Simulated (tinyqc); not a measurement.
Conduction-band offset of an n-N heterojunction from carrier-profile moments: one step of the calculation.

Layer 1 (x < 0) accumulates electrons and layer 2 (x > 0) is depleted. Boltzmann statistics. The bands bend down by V1 in layer 1 and up by V2 in layer 2, with V1 + V2 = VD = dE + Vt ln[(N2/Nc2)/(N1/Nc1)].

Question. Division of the diffusion potential. Sheet densities from the first integral: Q1 = sqrt((2 eps0 eps_r Vt N1/q)(exp(u1) - u1 - 1)) extra electrons, Q2 = sqrt((2 eps0 eps_r Vt N2/q)(exp(-u2) + u2 - 1)) missing ones, u = V/Vt; neutrality Q1 = Q2 + si. Q1 - Q2 rises steadily with V1, so V1 follows by bisection.

Parameters, values chosen for the exercise; values of the order of III-V alloys: temperature T = 300 K; relative permittivity of both layers eps_r = 13.2; density of states of the narrow-gap layer 1 Nc1 = 7.5e17 cm^-3; density of states of the wide-gap layer 2 Nc2 = 7.7e17 cm^-3; conduction-band offset dE = 0.28 eV; donor density in layer 1 N1 = 1.6e16 cm^-3; donor density in layer 2 N2 = 8.5e15 cm^-3; fixed charge at the interface si = -7.4e10 cm^-2.

Constants: q = 1.602176634e-19 C, kB = 1.380649e-23 J/K, Vt = kB T/q, eps0 = 8.8541878128e-14 F/cm where lengths are in cm. Results are converted to the units shown.

Wanted: VD; V1; V2; Q1; n at x = 0-; n at x = 0+.

Answer.

VD = 0.2630 V
V1 = 0.03201 V
V2 = 0.2310 V
Q1 = 8.549e10 cm^-2
n at x = 0- = 5.519e16 cm^-3
n at x = 0+ = 1.121e12 cm^-3

n drops across the interface by 49200 = (Nc1/Nc2) exp(dE/Vt).

Computed by the program tinyqc: `OMP_NUM_THREADS=1 python tinyqc.py 2410057 2410058 out.jsonl`, one thread of a shared Intel Xeon 2.30GHz, about 0.09 s for the whole run.
